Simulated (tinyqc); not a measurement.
Landau-Devonshire theory of a uniaxial ferroelectric: one step, computed by the program tinyqc.

G(P) = (alpha/2) P^2 + (beta*/4) P^4 + (gamma/6) P^6 - E P per volume, SI units, one domain, P along the polar axis.

Task: Spontaneous polarisation, susceptibility, coercive field. Ps^2 = [-beta* + sqrt(beta*^2 - 4 alpha gamma)]/(2 gamma). chi = 1/(eps_0 G''), G'' = alpha + 3 beta* P^2 + 5 gamma P^4 at Ps. Ps, chi and the coercive field are for perfect screening, without a depolarising field. The intrinsic coercive field is |alpha P + beta* P^3 + gamma P^5| at the P_c where G'' = 0. 1 C/m^2 = 100 microcoulomb/cm^2.

Inputs (values chosen for the exercise, modelled on barium titanate): Curie-Weiss temperature T0 = 381 K; gamma = 1.7e+10 J m^9/C^6; temperature T = 305 K.

Sample: free crystal.

alpha = -5.251600e+07 J m/C^2

beta* = -8.05e+08 J m^5/C^4

Constants: eps_0 = 8.8541878128e-12 F/m.

Give: spontaneous polarisation Ps; susceptibility chi; well depth G(Ps); P_c; intrinsic coercive field.

Result:

spontaneous polarisation Ps = 28.998 microcoulomb/cm^2

susceptibility chi = 326.94

well depth G(Ps) = -1.9464 MJ/m^3

P_c = 20.697 microcoulomb/cm^2

intrinsic coercive field = 11.550 MV/m

P_c/Ps = 0.714, above the 0.577 of a quartic well, as the sixth-order term matters. Real switching runs by domain nucleation at far lower fields.
